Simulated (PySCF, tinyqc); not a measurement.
CID on RHF in the sto-3g basis, for Li-, spin multiplicity 1, step by step. The basis has no diffuse functions, so it cannot describe the extra electron: this is an exercise in the method, not the real anion. The lowest restricted solution is unstable here: a spin-polarised one lies 0.0041 hartree lower (PySCF). Computed by tinyqc, a small Python program that keeps every step (integrals from PySCF). Settings: charge = -1, multiplicity = 1, basis = sto-3g, method = RHF, energy threshold = 1e-10, iteration cap = 75, orthogonalisation = canonical, start = atomic densities, DIIS depth = 6, ci = CID, davidson = 1. Command: `OMP_NUM_THREADS=1 python tinyqc.py 24944 24945 out.jsonl` (the two numbers bound the seeds that draw the settings). One thread of a shared host (Intel(R) Xeon(R) Processor @ 2.60GHz), about 0.1 s of CPU time with the checks. The early iterations of the SCF are left out here.

## One-electron integrals

Geometry (angstrom):
```
atom       x       y       z
Li    0.0000  0.0000  0.0000
```

Basis sto-3g: exponents (1/bohr^2) and contraction coefficients of normalised primitives:
```
element  l (shell)  exponent  coefficient
Li           s (1)   16.1196       0.1543
Li           s (1)    2.9362       0.5353
Li           s (1)    0.7947       0.4446
Li           s (2)    0.6363      -0.1000
Li           s (2)    0.1479       0.3995
Li           s (2)    0.0481       0.7001
Li           p (3)    0.6363       0.1559
Li           p (3)    0.1479       0.6077
Li           p (3)    0.0481       0.3920
```

Overlap, kinetic and nuclear-attraction integrals over the contracted functions; the nuclear repulsion is the sum of Za Zb / Rab.

nuclear repulsion = 0 hartree

overlap S, lower triangle:
```
         1Li 1s  1Li 2s  1Li 2px  1Li 2py  1Li 2pz
1Li 1s   1.0000
1Li 2s   0.2411  1.0000
1Li 2px  0.0000  0.0000   1.0000
1Li 2py  0.0000  0.0000   0.0000   1.0000
1Li 2pz  0.0000  0.0000   0.0000   0.0000   1.0000
```

kinetic energy T (hartree), lower triangle:
```
          1Li 1s  1Li 2s  1Li 2px  1Li 2py  1Li 2pz
1Li 1s    3.5768
1Li 2s   -0.0202  0.1022
1Li 2px   0.0000  0.0000   0.3197
1Li 2py   0.0000  0.0000   0.0000   0.3197
1Li 2pz   0.0000  0.0000   0.0000   0.0000   0.3197
```

nuclear attraction V (hartree), lower triangle:
```
          1Li 1s   1Li 2s  1Li 2px  1Li 2py  1Li 2pz
1Li 1s   -7.9829
1Li 2s   -0.9643  -1.2069
1Li 2px   0.0000   0.0000  -1.1973
1Li 2py   0.0000   0.0000   0.0000  -1.1973
1Li 2pz   0.0000   0.0000   0.0000   0.0000  -1.1973
```

core Hamiltonian H = T + V (hartree), lower triangle:
```
          1Li 1s   1Li 2s  1Li 2px  1Li 2py  1Li 2pz
1Li 1s   -4.4061
1Li 2s   -0.9846  -1.1048
1Li 2px   0.0000   0.0000  -0.8776
1Li 2py   0.0000   0.0000   0.0000  -0.8776
1Li 2pz   0.0000   0.0000   0.0000   0.0000  -0.8776
```

## Two-electron integrals

Functions are numbered as in S; the eight-fold symmetry (ij|kl) = (ji|kl) = (kl|ij) leaves the list below.

Two-electron integrals (ij|kl) in chemists' order, unique and non-zero (hartree):
```
(11|11) 1.6804   (21|11) 0.2654   (21|21) 0.0499   (22|11) 0.3977
(22|21) 0.0929   (22|22) 0.2906   (31|31) 0.0090   (32|31) 0.0138
(32|32) 0.0642   (33|11) 0.3966   (33|21) 0.0929   (33|22) 0.2905
(33|33) 0.3129   (41|41) 0.0090   (42|41) 0.0138   (42|42) 0.0642
(43|43) 0.0169   (44|11) 0.3966   (44|21) 0.0929   (44|22) 0.2905
(44|33) 0.2792   (44|44) 0.3129   (51|51) 0.0090   (52|51) 0.0138
(52|52) 0.0642   (53|53) 0.0169   (54|54) 0.0169   (55|11) 0.3966
(55|21) 0.0929   (55|22) 0.2905   (55|33) 0.2792   (55|44) 0.2792
(55|55) 0.3129
```

## Orthogonalisation

S = U s U^T; canonical form X = U s^(-1/2), so that X^T S X = 1. Each column of U has its largest component positive (the first on a tie).

eigenvalues of S: 0.7589  1.0000  1.0000  1.0000  1.2411

X:
```
               1       2       3       4       5
1Li 1s    0.8117  0.0000  0.0000  0.0000  0.6347
1Li 2s   -0.8117  0.0000  0.0000  0.0000  0.6347
1Li 2px   0.0000  1.0000  0.0000  0.0000  0.0000
1Li 2py   0.0000  0.0000  1.0000  0.0000  0.0000
1Li 2pz   0.0000  0.0000  0.0000  1.0000  0.0000
```

Within a degenerate level the vectors are fixed only up to a rotation; this is one choice.

## Iteration 3 (converged): orbitals

converged F (hartree), lower triangle:
```
          1Li 1s   1Li 2s  1Li 2px  1Li 2py  1Li 2pz
1Li 1s   -1.9663
1Li 2s   -0.5407  -0.0523
1Li 2px   0.0000   0.0000   0.4158
1Li 2py   0.0000   0.0000   0.0000   0.4158
1Li 2pz   0.0000   0.0000   0.0000   0.0000   0.4158
```

Diagonalise F' = X^T F X, C = X C', fill 2 alpha and 2 beta electrons from the bottom; D = 2 C_occ C_occ^T. Each column has its largest component positive (the first on a tie).

F' = X^T F X (hartree), lower triangle:
```
         1       2       3       4        5
1  -0.6175
2   0.0000  0.4158
3   0.0000  0.0000  0.4158
4   0.0000  0.0000  0.0000  0.4158
5  -0.9861  0.0000  0.0000  0.0000  -1.2489
```

orbital energies (hartree): MO1 -1.9686, MO2 0.1023, MO3 0.4158, MO4 0.4158, MO5 0.4158

coefficients C:
```
            MO1      MO2     MO3     MO4     MO5
1Li 1s   0.9912  -0.2815  0.0000  0.0000  0.0000
1Li 2s   0.0341   1.0298  0.0000  0.0000  0.0000
1Li 2px  0.0000   0.0000  1.0000  0.0000  0.0000
1Li 2py  0.0000   0.0000  0.0000  0.0000  1.0000
1Li 2pz  0.0000   0.0000  0.0000  1.0000  0.0000
```

D after iteration 3, lower triangle:
```
          1Li 1s  1Li 2s  1Li 2px  1Li 2py  1Li 2pz
1Li 1s    2.1235
1Li 2s   -0.5120  2.1235
1Li 2px   0.0000  0.0000   0.0000
1Li 2py   0.0000  0.0000   0.0000   0.0000
1Li 2pz   0.0000  0.0000   0.0000   0.0000   0.0000
```

Within a degenerate level the vectors are fixed only up to a rotation; this is one choice.

## Convergence

Stop when the energy changes by less than 1e-10 hartree and every element of the error matrix X^T (F D S - S D F) X is below 3e-06.

Course of the cycle:
```
iteration  E (hartree)    change  largest element of the error matrix
1            -8.626363         -                             1.25e-01
2            -7.213273  1.41e+00                             6.01e-16
3            -7.213273  8.88e-16                             4.93e-16
```

PySCF RHF in the same basis = -7.213273 hartree

Converged in 3 iterations.

## Integrals over molecular orbitals

(pq|rs) = sum C_ip C_jq C_kr C_ls (ij|kl), one index at a time.

one-electron integrals over orbitals h = C^T H C (hartree), lower triangle:
```
         1        2        3        4        5
1  -4.3970
2   0.1948  -0.9500
3   0.0000   0.0000  -0.8776
4   0.0000   0.0000   0.0000  -0.8776
5   0.0000   0.0000   0.0000   0.0000  -0.8776
```

Two-electron integrals over orbitals (pq|rs), unique and non-zero (hartree):
```
(11|11) 1.6586    (21|11) -0.1846   (21|21) 0.0313    (22|11) 0.4005
(22|21) -0.0103   (22|22) 0.2824    (31|31) 0.0098    (32|31) 0.0137
(32|32) 0.0608    (33|11) 0.3963    (33|21) -0.0065   (33|22) 0.2857
(33|33) 0.3129    (41|41) 0.0098    (42|41) 0.0137    (42|42) 0.0608
(43|43) 0.0169    (44|11) 0.3963    (44|21) -0.0065   (44|22) 0.2857
(44|33) 0.2792    (44|44) 0.3129    (51|51) 0.0098    (52|51) 0.0137
(52|52) 0.0608    (53|53) 0.0169    (54|54) 0.0169    (55|11) 0.3963
(55|21) -0.0065   (55|22) 0.2857    (55|33) 0.2792    (55|44) 0.2792
(55|55) 0.3129
```

## CID: determinants and Hamiltonian

Hartree-Fock energy = -7.213273 hartree

Slater-Condon rules over spin orbitals, with the nuclear repulsion added and E(HF) subtracted on the diagonal. Only determinants linked to the reference directly or through others are kept (one block of an abelian symmetry group), so some states are absent.

Occupation strings over the orbitals (2 doubly, a alpha, b beta, 0 empty; spin orbitals ordered 1a 1b 2a 2b ...): 22000 20200 ab200 20020 ab020 20002 ab002 ba200 02200 ba020 02020 ba002 02002

H - E(HF) between determinants (hartree), lower triangle:
```
         22000    20200    ab200    20020    ab020    20002    ab002    ba200
22000   0.0000
20200   0.0608   0.2014
ab200  -0.0137  -0.0165   2.1180
20020   0.0608   0.0169   0.0000   0.2014
ab020  -0.0137   0.0000   0.0169  -0.0165   2.1180
20002   0.0608   0.0169   0.0000   0.0169   0.0000   0.2014
ab002  -0.0137   0.0000   0.0169   0.0000   0.0169  -0.0165   2.1180
ba200   0.0137   0.0165  -0.0313   0.0000   0.0000   0.0000   0.0000   2.1180
02200   0.0098   0.0313   0.1578   0.0000   0.0000   0.0000   0.0000  -0.1578
ba020   0.0137   0.0000   0.0000   0.0165  -0.0313   0.0000   0.0000   0.0169
02020   0.0098   0.0000   0.0000   0.0313   0.1578   0.0000   0.0000   0.0000
ba002   0.0137   0.0000   0.0000   0.0000   0.0000   0.0165  -0.0313   0.0169
02002   0.0098   0.0000   0.0000   0.0000   0.0000   0.0313   0.1578   0.0000

        02200    ba020   02020    ba002   02002
02200  5.1747
ba020  0.0000   2.1180
02020  0.0169  -0.1578  5.1747
ba002  0.0000   0.0169  0.0000   2.1180
02002  0.0169   0.0000  0.0169  -0.1578  5.1747
```

## CID: roots

Diagonalise (each vector has its largest component positive (the first on a tie)); all determinants have Ms = 0, so triplets appear too. The lowest singlet root is the correlation energy.

lowest roots of this matrix, relative to E(HF) (hartree): -0.0405  0.1840  0.1840  0.2744  2.0699  2.0699  2.1164  2.1164

lowest vectors:
```
        root 1   root 2   root 3   root 4
22000   0.9344   0.0000   0.0000   0.3557
20200  -0.2055   0.8000  -0.1630   0.5395
ab200   0.0043   0.0072  -0.0015   0.0076
20020  -0.2055  -0.2588   0.7743   0.5395
ab020   0.0043  -0.0023   0.0070   0.0076
20002  -0.2055  -0.5412  -0.6113   0.5395
ab002   0.0043  -0.0049  -0.0055   0.0076
ba200  -0.0043  -0.0072   0.0015  -0.0076
02200  -0.0008  -0.0055   0.0011  -0.0046
ba020  -0.0043   0.0023  -0.0070  -0.0076
02020  -0.0008   0.0018  -0.0053  -0.0046
ba002  -0.0043   0.0049   0.0055  -0.0076
02002  -0.0008   0.0037   0.0042  -0.0046
```

<S^2> of these roots: 0.0000  0.0000  0.0000  0.0000  2.0000  2.0000  0.0000  0.0000

weight of the ground state by excitation level 0, 1, 2, ...: 0.8732  0.0000  0.1268

Within a degenerate level the vectors are fixed only up to a rotation; this is one choice.

The reference has a weight of only 0.87: one determinant is a poor start here.

## The lowest root by the Davidson method

Start from the reference; add the residual divided by (theta - H_ii), orthogonalised, at each step.

Davidson iterations:
```
iteration  subspace  lowest Ritz value (hartree)  residual norm
1                 1                            0       1.12e-01
2                 2                    -0.040505       4.57e-03
3                 3                    -0.040510       1.95e-04
4                 4                    -0.040510       1.70e-16
```
